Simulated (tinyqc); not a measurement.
Worked calculation: Hueckel theory of the pi electrons, for the molecule [CH2+]c1ccc(O)c(F)c1 (SMILES; centres numbered as the heavy atoms are written). Computed by tinyqc, a small Python program that keeps every step. Settings: charge = 1. Command: `OMP_NUM_THREADS=1 python tinyqc.py 24182 24183 out.jsonl` (the two numbers bound the seeds that draw the settings). One thread of a shared host (Intel(R) Xeon(R) Processor @ 2.60GHz), about 0.01 s of CPU time with the checks.

## The Hueckel matrix

Centres:
```
centre,"z_r, pi electrons of the neutral centre",h
1C,1,0.000000
2C,1,0.000000
3C,1,0.000000
4C,1,0.000000
5C,1,0.000000
6O,2,2.000000
7C,1,0.000000
8F,2,3.000000
9C,1,0.000000
```

Bonds:
```
i,j,k
1,2,1
2,3,1
3,4,1
4,5,1
5,6,0.800000
5,7,1
7,8,0.700000
7,9,1
9,2,1
```

H_rr = alpha + h_r beta, H_rs = k_rs beta for bonded centres.

Hueckel matrix in units of beta (H = alpha + beta A), lower triangle:
```
,1C,2C,3C,4C,5C,6O,7C,8F,9C
1C,0.000000
2C,1.000000,0.000000
3C,0.000000,1.000000,0.000000
4C,0.000000,0.000000,1.000000,0.000000
5C,0.000000,0.000000,0.000000,1.000000,0.000000
6O,0.000000,0.000000,0.000000,0.000000,0.800000,2.000000
7C,0.000000,0.000000,0.000000,0.000000,1.000000,0.000000,0.000000
8F,0.000000,0.000000,0.000000,0.000000,0.000000,0.000000,0.700000,3.000000
9C,0.000000,1.000000,0.000000,0.000000,0.000000,0.000000,1.000000,0.000000,0.000000
```

## Orbitals

pi electrons, sum of z_r less the charge = 10

Diagonalise; E = alpha + x beta with beta < 0, so the largest x are filled first; degenerate levels share their electrons. P = sum n_i c_ri c_si; each orbital has its largest coefficient positive (the first on a tie).

x values: 3.203814  2.432828  1.930106  1.051026  0.924105  -0.044842  -1.029546  -1.334204  -2.133287

occupations: 2.000000  2.000000  2.000000  2.000000  2.000000  0.000000  0.000000  0.000000  0.000000

coefficients:
```
,MO1,MO2,MO3,MO4,MO5,MO6,MO7,MO8,MO9
1C,0.013783,0.057474,0.292314,-0.363300,-0.148440,0.745526,0.021240,-0.389220,-0.222005
2C,0.044160,0.139825,0.564197,-0.381838,-0.137174,-0.033431,-0.021867,0.519299,0.473600
3C,0.028229,0.156113,0.413116,0.173102,-0.459085,-0.376039,-0.489130,-0.177224,-0.389078
4C,0.046282,0.239972,0.233162,0.563772,-0.287068,0.050294,0.525449,-0.282847,0.356415
5C,0.120050,0.427697,0.036910,0.419437,0.193804,0.373784,-0.051843,0.554599,-0.371257
6O,0.079780,0.790516,-0.422472,-0.353592,-0.144106,-0.146235,0.013690,-0.133069,0.071857
7C,0.274512,0.168128,0.176057,0.159941,0.581448,0.049933,-0.483026,-0.350646,0.378097
8F,0.942812,-0.207503,-0.115189,-0.057445,-0.196066,-0.011479,0.083910,0.056631,-0.051559
9C,0.099466,0.126582,0.383530,-0.211124,0.480762,-0.367987,0.490404,-0.126407,-0.399242
```

charge and bond-order matrix P, lower triangle:
```
,1C,2C,3C,4C,5C,6O,7C,8F,9C
1C,0.485924
2C,0.665303,1.008872
3C,0.270760,0.506063,0.873113
4C,-0.159239,-0.017489,0.728942,1.028681
5C,-0.288248,-0.201626,0.138079,0.595259,0.824373
6O,0.145781,0.060963,-0.087838,-0.126175,0.311694,1.911114
7C,-0.159012,-0.011739,-0.265039,0.034711,0.582267,-0.119829,0.996565
8F,0.034743,-0.007078,0.053404,-0.018237,-0.083817,0.016827,0.160911,1.973924
9C,0.252189,0.506291,-0.152489,-0.265266,0.169712,-0.097318,0.723760,-0.117600,0.897434
```

## Energy, charges, bond orders

E = sum n x; q_r = z_r - P_rr; bond order p = P_rs; free valence = sqrt(3) - sum of p over the bonds of the atom.

pi energy = 10 alpha + this times beta = 19.083758

pi charges: 1C 0.514076, 2C -0.008872, 3C 0.126887, 4C -0.028681, 5C 0.175627, 6O 0.088886, 7C 0.003435, 8F 0.026076, 9C 0.102566

Bond orders and lengths from R = 1.517 - 0.180 p (angstrom, C-C alone):
```
bond,p,R
1-2,0.665303,1.397246
2-3,0.506063,1.425909
3-4,0.728942,1.385790
4-5,0.595259,1.409853
5-6,0.311694,-
5-7,0.582267,1.412192
7-8,0.160911,-
7-9,0.723760,1.386723
9-2,0.506291,1.425868
```

free valence of the carbons: 1C 1.066748, 2C 0.054394, 3C 0.497045, 4C 0.407849, 5C 0.242830, 7C 0.265112, 9C 0.502000

gap between the highest filled and the next level = 0.968947 |beta|
